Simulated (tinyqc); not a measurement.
Six-transistor SRAM cell, nodal equations and margins: two steps of the calculation.

Two cross-coupled inverters (pull-down bn, pull-up bp) hold the nodes Q and QB; access transistors (ba, threshold VTn, gate on the word line at Vdd when selected) join them to the bit lines. Transistor (EKV form, voltages against the body): I = 2 n b Vt^2 [F(vp - Vs) - F(vp - Vd)] from drain to source, F(v) = ln^2(1 + exp(v/(2 Vt))), vp = (Vg - VT + sg |Vd - Vs|)/n. n-channel bodies are at 0; for the p-channel device all voltages are counted down from Vdd. b in uA/V^2 gives I in uA. For an access transistor the bit line is the drain and the node the source. In a read both bit lines are at Vdd. The cell is symmetric (no mismatch).

Values chosen for this exercise:
```
symbol  value    unit                                  meaning
T         400       K                              temperature
Vdd       0.9       V                           supply voltage
n        1.16                                     slope factor
sg      0.114                   drain-induced barrier lowering
VTn      0.25       V                      n-channel threshold
VTp      0.33       V          p-channel threshold (magnitude)
bn        270  uA/V^2  gain factor of the pull-down transistor
ba        110  uA/V^2     gain factor of the access transistor
bp         85  uA/V^2    gain factor of the pull-up transistor
```

Constants: q = 1.602176634e-19 C, kB = 1.380649e-23 J/K, Vt = kB T/q. Results are converted to the units shown.

Question 1. Read current and disturbance. Iread = Ia(bit line at Vdd, source Q); cell ratio bn/ba; time to pull a bit line of 20 fF down by 0.1 V at that current.

(Q, QB) (V): Q 0.11068297, QB 0.89544210

Give: Iread; cell ratio; time.

Answer 1.

Iread = 17.74 uA
cell ratio = 2.455
time = 112.8 ps

Question 2. The largest square in the read butterfly. f(x) is the node voltage of one half-cell in a read for input x (In - Ip - Ia = 0). Static noise margin: side of the largest square between the curve (x, f(x)) and its mirror image (f(y), y); with h(c) the root x of f(x) - x = c, it is the maximum over c > 0 of h(c) - h(-c) + c.

c, point 0 to 6 (V): 0.14  0.24  0.33  0.4  0.47  0.52  0.57

Wanted: h(c); h(-c); side.

Answer 2.

```
point  h(c) (V)  h(-c) (V)  side (V)
0       0.35548    0.45719   0.03829
1       0.33353    0.50226   0.07128
2       0.31982    0.54872   0.10110
3       0.30834    0.59082   0.11752
4       0.29228    0.63847   0.12381
5       0.27662    0.67542   0.12120
6       0.25674    0.71431   0.11243
```

The maximum over c is 123.8 mV, the read margin; with the word line off (no Ia) the same construction gives 271.2 mV.

Numbers from tinyqc (`OMP_NUM_THREADS=1 python tinyqc.py 2340024 2340025 out.jsonl`; about 0.1 s on one thread of a shared Intel Xeon 2.30GHz).
